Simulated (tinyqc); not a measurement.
Time-dependent dielectric breakdown: cell percolation, Weibull statistics, area scaling and voltage extrapolation. Changing the use voltage V_u. Computed by tinyqc, a small Python program. Command: `OMP_NUM_THREADS=1 python tinyqc.py 3000147 3000148 out.jsonl tddb sweep`. One thread of a shared host (Intel(R) Xeon(R) Processor @ 2.30GHz), about 0.01 s of CPU time with the checks.

The oxide is divided into columns of area a^2, each holding m = t_ox/a cells (m is taken as continuous). A share lambda(t) = (t/t_1)^alpha of the cells is defective, and a column whose cells are all defective breaks down.

Inputs (values chosen for the exercise, for a model gate oxide):

| quantity | value | unit |
|---|---|---|
| oxide thickness t_ox | 3.6 | nm |
| defect cell size a | 1.1 | nm |
| exponent alpha of defect growth | 0.57 | - |
| time t_1 at which the occupied share would reach 1 | 6.8e+06 | s |
| test area A | 100 | um^2 |
| product area A_u | 200000 | um^2 |
| stress voltage V | 4.16 | V |
| local exponent n = -d ln t/d ln V at the stress voltage | 42 | - |
| activation energy E_a | 0.45 | eV |
| stress temperature T | 150 | C |
| use temperature T_u | 55 | C |
| allowed failure fraction F | 1e-05 | - |

Voltage law used: power.

Constants: k_B = 8.617333262e-05 eV/K.

Method:
- Failure fraction F = 1 - (1 - lambda^m)^N with N = A/a^2 columns, which for small lambda^m is 1 - exp(-(t/t63)^beta) with beta = alpha m and t63 = t_1 N^(-1/beta); critical share lambda(t63) = N^(-1/m). 1 um^2 = 1e6 nm^2.
- All three voltage laws share the slope n at the stress voltage. Factor t(V_u)/t(V): E law exp(n (1 - V_u/V)); 1/E law exp(n (V/V_u - 1)); power law (V/V_u)^n.
- Temperatures in kelvin are T(C) + 273.15.
- Temperature factor exp[(E_a/k_B)(1/T_u - 1/T)]; area factor (A/A_u)^(1/beta); percentile factor (-ln(1 - F))^(1/beta); life = t63 x all four; 1 year = 3.15576e7 s.

One run for each value:

| use voltage V_u (V) | projected life (years) | voltage factor |
|---|---|---|
| 1.46 | 1.9504e+11 | 1.2563e+19 |
| 1.77 | 5.9988e+07 | 3.8640e+15 |
| 2.08 | 6.8278e+04 | 4.3980e+12 |
| 2.39 | 1.9963e+02 | 1.2859e+10 |
| 2.70 | 1.1903e+00 | 7.6673e+07 |
| 3.02 | 1.0781e-02 | 6.9443e+05 |
| 3.33 | 1.7794e-04 | 1.1462e+04 |
| 3.64 | 4.2333e-06 | 2.7269e+02 |
| 3.95 | 1.3673e-07 | 8.8073e+00 |

Over the rows, projected life (years) falls from 1.95e11 to 1.37e-7 (exponent d ln y / d ln x about -42 throughout); voltage factor falls from 1.26e19 to 8.81 (exponent d ln y / d ln x about -42 throughout). The power law keeps the exponent at -n.

Caution (all rows): t_1 is an input here; in a real oxide it changes with thickness at fixed voltage. Caution (rows 1.46, 1.77, 2.08, 2.39): a voltage factor of more than nine decades rests wholly on the chosen law and cannot be tested.
